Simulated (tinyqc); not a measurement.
## Via and link resistance from two via chains

Question. A chain of 2000 vias joined by 2000 metal links has R = 2000 (Rv + Rlink), with Rlink proportional to the link length. Find Rv, Rlink for length L, and the value of Rv that the short chain would give if the links were ignored.

resistance of chains of 2000 links with link lengths L and 3 L (ohm): [82000, 1.26e5]

Solution. R per link is a straight line in the link length; its intercept at zero length is Rv.

Rv = 30.0 ohm
Rlink = 11.0 ohm
Rv without correction = 41.0 ohm

Computed by the program tinyqc: `OMP_NUM_THREADS=1 python tinyqc.py 2750113 2750114 out.jsonl`, one thread of a shared Intel Xeon 2.30GHz, about 0.01 s for the whole run.
